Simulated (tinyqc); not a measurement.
From results back to parameters: Koster-Slater impurity in an sp3s* host.

Problem. In the Koster-Slater model a defect shifts the s level of its site by Vs and the p levels by Vp; an A1 level solves 1/Vs = G_s(E) and a T2 level 1/Vp = G_p(E), E from the top of the valence band. A defect has an A1 level at E = 1.4813 eV, one of the energies of the table, and a T2 level at 0.8888 eV.

G(E) of the host (1/eV):

| E (eV) | G_s | G_p |
|---|---|---|
| 0.0000 | -0.0032838 | 0.0879886 |
| 0.2963 | -0.0083149 | 0.0437892 |
| 0.5925 | -0.0135059 | 0.0164552 |
| 0.8888 | -0.0189808 | -0.0062456 |
| 1.1851 | -0.0248704 | -0.0280261 |
| 1.4813 | -0.0313382 | -0.0518665 |
| 1.7776 | -0.0386225 | -0.0827008 |
| 2.0739 | -0.0471640 | -0.1359291 |
| 2.3702 | -0.0588259 | -0.3821742 |

Find: Vs, Vp.

Solution. Read G_s and G_p at the two energies and invert them. Vs is attractive and pulls its level down from the conduction bands. Vp is attractive and pulls its level down from the conduction bands.

Vs, Vp (eV): -31.9  -160.1

(tinyqc, `OMP_NUM_THREADS=1 python tinyqc.py 1450559 1450560 out.jsonl`, Intel(R) Xeon(R) Processor @ 2.30GHz, 1 thread, shared host, about 0.01 s.)
